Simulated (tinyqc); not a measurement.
Fixed-moment scan: Stoner model of a band magnet at zero temperature. Computed by tinyqc, a small Python program. Command: `OMP_NUM_THREADS=1 python tinyqc.py 3001377 3001378 out.jsonl stoner walk`. One thread of a shared host (Intel(R) Xeon(R) Processor @ 2.30GHz), about 0.01 s of CPU time with the checks.

Five orbitals per spin share one band; u = (E - E_bottom)/W runs from 0 to 1, and the states per spin, atom and energy are g = 5 d(u)/W with d = (3/2) sqrt(u). N(u) is the integral of d from 0. The moment m = n_up - n_down (electrons per atom) moves the fillings to n +/- m/10; the energy is E(m) = E_band(m) - I m^2/4.

Inputs (values chosen for the exercise, for a model d band): band width W = 6.3 eV; filling n per spin orbital = 0.4; Stoner parameter I = 0.999 eV.

Density of states: free-electron (square root).

Method. Solve N(u_F) = n; g_F = 5 d(u_F)/W; the Stoner product is I g_F. For a moment m the Fermi levels of the two spins lie W [u(n + m/10) - u(n - m/10)] =: Delta apart; gbar = m/Delta is the mean density of states between them. A solution has I gbar = 1, is stable where gbar falls with m, or sits at saturation m_max = 10 min(n, 1 - n) if I gbar > 1 there. E_band(m) = 5 W [e(n + m/10) + e(n - m/10) - 2 e(n)], e = integral of u d(u) up to the Fermi level.

Stoner product I g_F = 0.876273

Against the moment:
```
m (mu_B)  Delta (eV)   I gbar  E(m) - E(0) (meV)
0.2           0.2281  0.87611               1.41
0.6           0.6852  0.87480              12.78
1.2           1.3775  0.87026              52.18
1.8           2.0856  0.86219             121.58
2.4           2.8220  0.84962             227.43
3.0           3.6095  0.83032             381.22
3.6           4.5098  0.79746             605.65
4.0           5.4292  0.73602             825.62
```

What follows from these numbers?

I gbar runs between 0.736 and 0.876; the energy falls with m where it exceeds 1 and rises where it is below. The lowest row is m = 0.20, and no row lies below the paramagnet.

Extremes, crossings and ranges named in words are read from the listed rows.
